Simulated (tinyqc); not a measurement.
# Random telegraph noise from one oxide trap in a small MOSFET, step by step

Computed by the program tinyqc: `OMP_NUM_THREADS=1 python tinyqc.py 2710155 2710156 out.jsonl`, one thread of a shared Intel Xeon 2.30GHz, about 0.01 s for the whole run. Printed values are rounded.

An acceptor-like trap exchanges electrons with the channel. Inversion charge Q = Cox u, u = n Vt W0(exp((Vg - VT)/(n Vt))), W0 the Lambert function, n = nf, Cox = eps0 eox/tox; linear regime Id = (W/L) mu Q Vd. Relative to threshold the surface potential rises by Vt ln(u/u0) and the oxide voltage by the rest of Vg - VT, with u0 = n Vt W0(1).

Parameters, values chosen for the exercise; values of the order met in silicon transistors:
- T = 250 K (temperature)
- eox = 7.34 (relative permittivity of the gate insulator (close to silicon nitride))
- tox = 5.1 nm (insulator thickness)
- xt = 1.5 nm (depth of the trap from the channel interface)
- E0 = 0.17 eV (trap level above the channel Fermi level at threshold)
- s0 = 3e-17 cm^2 (capture prefactor)
- EB = 0.39 eV (capture barrier (lattice relaxation))
- lt = 0.2 nm (tunnelling decay length)
- vth = 1.5e7 cm/s (thermal velocity)
- zi = 2.2 nm (thickness of the inversion layer)
- VT = 0.42 V (threshold voltage)
- nf = 1.18 (body factor)
- W = 83 nm (gate width)
- L = 45 nm (gate length)
- mu = 110 cm^2/(V s) (mobility)
- asc = 8.2e-16 V s (scattering coefficient of the charged trap)
- Vd = 0.05 V (drain voltage)
- Vg = 0.81 V (gate voltage)

Constants: q = 1.602176634e-19 C, kB = 1.380649e-23 J/K, Vt = kB T/q, eps0 = 8.8541878128e-14 F/cm where lengths are in cm. Results are converted to the units shown.

Range of the model: VT is taken as given; short-channel effects and the uneven flow of current among few electrons are left out.

## Trap level, time constants and occupancy

N = Cox u/q; dpsi = Vt ln(u/u0); E = E0 - dpsi - (xt/tox)(Vg - VT - dpsi); capture time tc = 1/[(N/zi) vth s0 exp(-xt/lt - EB/Vt)]; emission time te = tc exp(-E/Vt); occupancy te/(tc + te).

u = 0.325205 V
N = 2.58655e12 cm^-2
dpsi = 0.0671294 V
E = 0.00790866 eV
tc = 24.8743 s
te = 17.2314 s
occupancy = 0.409241

The trap lies 0.37 Vt above the Fermi level, so it is filled 40.9 % of the time.

## Step height

A = W L; threshold step dV = q (1 - xt/tox)/(Cox A); gm/Id = 1/(u + n Vt); relative step dI/I = (gm/Id) dV + asc mu/A. Id as defined.

electrons in the channel N A = 96.6077
dV = 2.37617 mV
gm/Id = 2.85204 1/V
number part of dI/I = 0.677694 %
dI/I = 0.919193 %
Id = 4.20397 uA
dI = 38.6426 nA

## Lorentzian spectrum

Spectrum S(f) = 4 dI^2/{(tc + te)[(1/tc + 1/te)^2 + (2 pi f)^2]}; corner fc = (1/tc + 1/te)/(2 pi); variance dI^2 tc te/(tc + te)^2. Give S at f = 0, at fc and at 10 fc.

fc = 0.0156347 Hz
S(0) = 1.46999e-14 A^2/Hz
S(fc) = 7.34993e-15 A^2/Hz
S(10 fc) = 1.45543e-16 A^2/Hz
rms current = 19.0003 nA

The rms value is 0.492 of the step; it reaches its largest share, 1/2, when tc = te.
